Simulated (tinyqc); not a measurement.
Inside a calculation. Method: coupled-perturbed Hartree-Fock on RHF in the 6-31g basis, for H3+, spin multiplicity 1. One step of it, computed by the program tinyqc.

Problem. Response to a field: uncoupled start. Field along z; U_ai = -mu_ai / (e_a - e_i), alpha = -4 sum U_ai mu_ai.

orbital energies (hartree): MO1 -1.000046, MO2 -0.253609, MO3 -0.253507, MO4 0.594963, MO5 0.658289, MO6 0.658399

dipole integrals <a|z|i> (bohr):
```
           i1
a2   0.000000
a3  -1.160511
a4   0.000000
a5   0.000000
a6  -0.042661
```

Give: uncoupled U; uncoupled polarisability.

Solution.

uncoupled U:
```
        i1
a2  0.0000
a3  1.5545
a4  0.0000
a5  0.0000
a6  0.0257
```

uncoupled polarisability = 7.2206 bohr^3
